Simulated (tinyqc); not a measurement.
# Lifetime from the low-frequency admittance

Problem. At low frequency a p+-n diode with a base of width wb has C_diff/G = (tau/2)(1 - 2 x/sinh 2x), x = wb/sqrt(Dp tau). Find tau, x and the limit of C_diff/G for infinite lifetime, wb^2/(3 Dp).

Inputs (values chosen for the exercise):

| symbol | value | unit | meaning |
|---|---|---|---|
| Dp | 11 | cm^2/s | hole diffusion coefficient |
| wb | 27 | um | width of the neutral base |

G = 0.26987112 S/cm^2
C_diff = 0.021828404 uF/cm^2

Answer. The ratio rises steadily with tau from tau/2 (long base) towards wb^2/(3 Dp) (short base), so one lifetime matches as long as the ratio is below that limit.

tau = 2.00e-7 s
x = 1.82
limit of C_diff/G = 2.21e-7 s

Numbers from tinyqc (`OMP_NUM_THREADS=1 python tinyqc.py 2890114 2890115 out.jsonl`; about 0.01 s on one thread of a shared Intel Xeon 2.30GHz).
